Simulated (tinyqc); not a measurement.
Extrapolating accelerated tests: lateral field, substrate current, probability of reaching the oxide barrier and hot-carrier lifetime of a silicon transistor (pseudo-two-dimensional and lucky-electron models). Computed by tinyqc, a small Python program. Command: `OMP_NUM_THREADS=1 python tinyqc.py 3001760 3001761 out.jsonl hotcar walk`. One thread of a shared host (Intel(R) Xeon(R) Processor @ 2.30GHz), about 0.01 s of CPU time with the checks.

Local-field models: a lucky carrier gains its energy at the peak field over a path free of collisions. Voltages are magnitudes.

Inputs (values chosen for the exercise, modelled on a silicon p-channel):

| quantity | value | unit |
|---|---|---|
| channel length L | 1800 | nm |
| oxide thickness t | 35 | nm |
| junction depth x_j | 450 | nm |
| mobility mu | 140 | cm^2/(V s) |
| saturation velocity v_s | 0.73 | 1e7 cm/s |
| threshold voltage V_T | 0.57 | V |
| gate voltage V_G | 9.9 | V |
| drain voltage V_D | 19 | V |
| ionisation prefactor A_i | 7.3e+06 | 1/cm |
| ionisation field B_i | 3.68 | MV/cm |
| hot-carrier mean free path lambda | 5.4 | nm |
| oxide barrier phi_b | 4.6 | eV |
| interface-trap threshold phi_it | 4.5 | eV |
| lifetime constant H | 8 | s microampere/micrometre |
| length of the depleted extension L_n | 140 | nm |

Drain: lightly doped extension.

Constants: eps_0 = 8.8541878128e-12 F/m.

Method:
- C_ox = 3.9 eps_0/t; F_sat = 2 v_s/mu; V_Dsat = V_ov F_sat L/(V_ov + F_sat L), V_ov = V_G - V_T; I_D/W = C_ox v_s (V_ov - V_Dsat).
- Scale length l = 0.22 t^(1/3) x_j^(1/2) (all in cm); F_m = sqrt(((V_D - V_Dsat)/l_e)^2 + F_sat^2), with l_e = l + L_n; length of the velocity-saturated region l_e ln((V_D - V_Dsat)/(l_e F_sat) + F_m/F_sat).
- Substrate current I_sub/I_D = (A_i/B_i)(V_D - V_Dsat) exp(-B_i/F_m); probability of reaching the oxide barrier exp(-phi_b/(e lambda F_m)); lifetime tau = (H/(I_D/W)) exp(phi_it/(e lambda F_m)).
- V_10 solves tau = 3.156e8 s at the given V_G. The extrapolation fits ln(tau) against 1/V_D at 1, 1.08, 1.16 and 1.25 times the given V_D (rounded to 3 digits) by least squares and reads off the same tau.

V_Dsat = 6.23233 V

Stress points:

| V_D (V) | 1/V_D (1/V) | tau (s) |
|---|---|---|
| 19.0 | 0.052632 | 2.7953e+08 |
| 20.5 | 0.048780 | 3.0129e+07 |
| 22.0 | 0.045455 | 4.7733e+06 |
| 23.8 | 0.042017 | 7.6836e+05 |

ten-year drain voltage V_10 = 18.926 V

V_10 from the 1/V_D extrapolation = 18.894 V

What does the comparison show, and why?

The extrapolation is 32 mV below the true value: ln(tau) is nearly linear in 1/(V_D - V_Dsat), not in 1/V_D, so the straight line errs on the safe side when one extrapolates down.

Extremes, crossings and ranges named in words are read from the listed rows.
